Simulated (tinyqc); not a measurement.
Lifetime from the low-frequency admittance.

Problem. At low frequency a p+-n diode with a base of width wb has C_diff/G = (tau/2)(1 - 2 x/sinh 2x), x = wb/sqrt(Dp tau). Find tau, x and the limit of C_diff/G for infinite lifetime, wb^2/(3 Dp).

Values chosen for this exercise: hole diffusion coefficient Dp = 32 cm^2/s; width of the neutral base wb = 74 um.

G = 4.4644477 S/cm^2
C_diff = 1.3741253 uF/cm^2

Answer. The ratio rises steadily with tau from tau/2 (long base) towards wb^2/(3 Dp) (short base), so one lifetime matches as long as the ratio is below that limit.

tau = 1.00e-6 s
x = 1.31
limit of C_diff/G = 5.70e-7 s

Numbers from tinyqc (`OMP_NUM_THREADS=1 python tinyqc.py 2890197 2890198 out.jsonl`; about 0.01 s on one thread of a shared Intel Xeon 2.30GHz).
